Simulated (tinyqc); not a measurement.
# Hot carriers by balance equations with a heated Maxwellian, step by step

A worked calculation. Computed by tinyqc, a small Python program that keeps every step. Command: `OMP_NUM_THREADS=1 python tinyqc.py 3013429 3013430 out.jsonl hot walk`. One thread of a shared host (Intel(R) Xeon(R) Processor @ 2.30GHz), about 0.02 s of CPU time with the checks. Intermediate numbers are printed to about 6 digits and carried at full precision; extremes and crossings named in words are read from the listed rows.

The carriers follow a Maxwellian at an electron temperature T_e, slightly displaced; the drift energy is neglected against k_B T_e. The balance averages the rate, not the time, so mu_0 lies below the relaxation-time value.

Inputs (values chosen for the exercise, modelled on holes in germanium):

| quantity | value | unit |
|---|---|---|
| effective mass m | 0.304 | m_0 |
| density rho | 5323 | kg/m^3 |
| sound velocity v_l | 5230 | m/s |
| acoustic deformation potential D_A | 4.6 | eV |
| phonon energy hbar w | 35.5 | meV |
| optical or intervalley deformation potential D_o | 7.2 | 1e8 eV/cm |
| final valleys Z_f | 1 | - |
| lattice temperature T | 300 | K |
| electric field F | 9.9 | kV/cm |
| mixing | 0.4 | - |
| iteration cap | 300 | - |

Band: parabolic. Solver: damped fixed point.

Constants: k_B = 8.617333262e-05 eV/K; k_B = 1.380649e-23 J/K; e = 1.602176634e-19 C; hbar = 1.054571817e-34 J s; m_0 = 9.1093837015e-31 kg; hbar = 6.582119569e-16 eV s.

## Equilibrium values

Parabolic band: E = hbar^2 k^2/(2 m), speed v = hbar k/m, states per spin, volume and energy g(E) = m k/(2 pi^2 hbar^2). Masses are multiplied by m_0 and all formulas are in SI units. Phonon occupation N_q = 1/(exp(hbar w/(k_B T)) - 1). Acoustic deformation potential (elastic, equipartition, absorption and emission together): 1/tau = 2 pi k_B T D_A^2 g(E)/(hbar rho v_l^2). Optical or intervalley deformation potential: 1/tau = (pi Z_f D_o^2/(rho w)) [N_q g(E + hbar w) + (N_q + 1) g(E - hbar w)], with g = 0 below the band edge. Averages over the Maxwellian, <y> = int y x^(1/2) exp(-x) dx / int x^(1/2) exp(-x) dx with x = E/(k_B T_e), split at x_0 = hbar w/(k_B T_e): 64 Gauss-Legendre points in sqrt(x) below it and 128 in sqrt(x - x_0) above it, up to x = 32. Momentum balance: mu(T_e) = e/(m nu), nu = <x (sum of rates)>/<x>. Power lost per carrier: P(T_e) = hbar w <emission rate - absorption rate> + <(2 m v_l^2/(k_B T)) (E - 2 k_B T) acoustic rate>. Energy relaxation time at weak heating: tau_E = (3/2) k_B / (dP/dT_e), the derivative by a central difference of +/- 0.5 K at T_e = T.

low-field mobility mu_0 = 2496.85 cm^2/(V s)

energy relaxation time tau_E = 1.68270 ps

tau_E is 3.90 times the momentum relaxation time m mu_0/e: energy is lost more slowly than direction, which is why carriers heat.

## Balance functions

The field that sustains T_e follows from e mu F^2 = P.

Against the electron temperature:

| T_e (K) | mu (cm^2/(V s)) | P optical (1e9 eV/s) | P acoustic (1e9 eV/s) | F (kV/cm) | drift velocity (1e7 cm/s) |
|---|---|---|---|---|---|
| 330 | 2325.86 | 2.274 | 1.18047e-02 | 0.9913 | 0.230555 |
| 390 | 2064.14 | 6.662 | 3.84992e-02 | 1.8017 | 0.371903 |
| 480 | 1794.17 | 12.768 | 8.54220e-02 | 2.6765 | 0.480216 |
| 600 | 1556.78 | 20.042 | 1.59174e-01 | 3.6022 | 0.560791 |
| 900 | 1224.06 | 34.934 | 3.89896e-01 | 5.3720 | 0.657563 |
| 1500 | 922.86 | 56.726 | 1.00671e+00 | 7.9094 | 0.729927 |
| 2400 | 719.66 | 80.320 | 2.22844e+00 | 10.7101 | 0.770760 |
| 3600 | 583.44 | 104.238 | 4.28886e+00 | 13.6386 | 0.795733 |

Optical phonons take 99 % of the power in the first row and 96 % in the last. The velocity grows as F^0.80 at first and as F^0.13 at the end, so it levels off; if optical phonons alone set both balances the limit at high T_e would be sqrt(3 hbar w tanh(hbar w/2 k_B T)/(4 m)) = 0.96 in the same unit. Rows above 1400 K (k_B T_e > 0.12 eV) stretch the parabolic band.

## First iteration

Fixed point: T_out = T + (T_e - T) e mu(T_e) F^2/P(T_e), T_new = T_e + mixing (T_out - T_e). Start at T_e = 1.5 T.

mu at the start = 1872.37 cm^2/(V s)

P at the start = 1.08666e+10 eV/s

new T_e = 1403.26 K

## The whole iteration

Start at T_e = 1.5 T; stop when T_e moves by less than 1e-6 K or exceeds 1e6 K.

Course of the iteration:

| iteration | T_e (K) | mu (cm^2/(V s)) | step (K) |
|---|---|---|---|
| 1 | 450.00 | 1872.37 | 9.53258e+02 |
| 2 | 1403.26 | 956.67 | 3.16949e+02 |
| 3 | 1720.21 | 857.64 | 1.72414e+02 |
| 4 | 1892.62 | 815.26 | 9.62699e+01 |
| 5 | 1988.89 | 794.18 | 5.42658e+01 |
| 6 | 2043.16 | 783.00 | 3.07220e+01 |
| 7 | 2073.88 | 776.88 | 1.74314e+01 |
| ... | ... | ... | ... |
| 31 | 2114.26 | 769.04 | 2.29498e-05 |
| 32 | 2114.26 | 769.04 | 1.30562e-05 |
| 33 | 2114.26 | 769.04 | 7.42771e-06 |
| 34 | 2114.26 | 769.04 | 4.22565e-06 |
| 35 | 2114.26 | 769.04 | 2.40399e-06 |
| 36 | 2114.26 | 769.04 | 1.36764e-06 |
| 37 | 2114.26 | 769.04 | 7.78053e-07 |

electron temperature T_e = 2114.26 K

Converged in 37 iterations.

## Drift velocity

v = mu(T_e) F; warm-carrier coefficient (mu/mu_0 - 1)/F^2.

mobility mu(T_e) = 769.042 cm^2/(V s)

drift velocity = 0.761351 1e7 cm/s

mu/mu_0 = 0.308005

(mu/mu_0 - 1)/F^2 = -0.00706045 cm^2/kV^2

T_e/T = 7.05; the simple estimate T + (2/3) e mu_0 F^2 tau_E/k_B would give 3486 K, too high since mu falls and tau_E changes as the gas heats. Caution: k_B T_e exceeds 0.12 eV, where non-parabolicity and a non-Maxwellian tail matter.

Checks made by the program: detailed balance, P(T_e = T) = 0, on the scale of P at 1.1 T (relative difference below 1e-10).
